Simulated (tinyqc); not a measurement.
Classical nucleation, growth and JMAK kinetics of crystallisation from a melt or glass: one step, computed by the program tinyqc. Command: `OMP_NUM_THREADS=1 python tinyqc.py 3028736 3028737 out.jsonl nucl walk`. One thread of a shared host (Intel(R) Xeon(R) Processor @ 2.30GHz), about 0.01 s of CPU time with the checks.

A spherical nucleus with a sharp interface of isotropic energy gamma; lambda = Omega^(1/3) is the jump distance.

Problem. Growth velocity. Driving force per volume: dG = H (T_m - T)/T_m. Growth (Wilson-Frenkel): u = (D/lambda) [1 - exp(-dG Omega/(k_B T))]. D = D0 exp(-Q/(k_B T)).

Inputs (values chosen for the exercise, for a model substance):
```
quantity,value,unit
melting point T_m,1460,K
heat of melting per volume H,1550,J/cm^3
interface energy gamma,0.151,J/m^2
atomic volume Omega,16.6,angstrom^3
temperature T,1067,K
diffusion prefactor D0,1.5e-07,m^2/s
activation energy Q,0.737,eV
```

Nucleation: homogeneous. Driving force: Turnbull (linear).

Constants: k_B = 8.617333262e-05 eV/K; k_B = 1.380649e-23 J/K.

Give: growth velocity u.

Solution.

growth velocity u = 0.07285 m/s
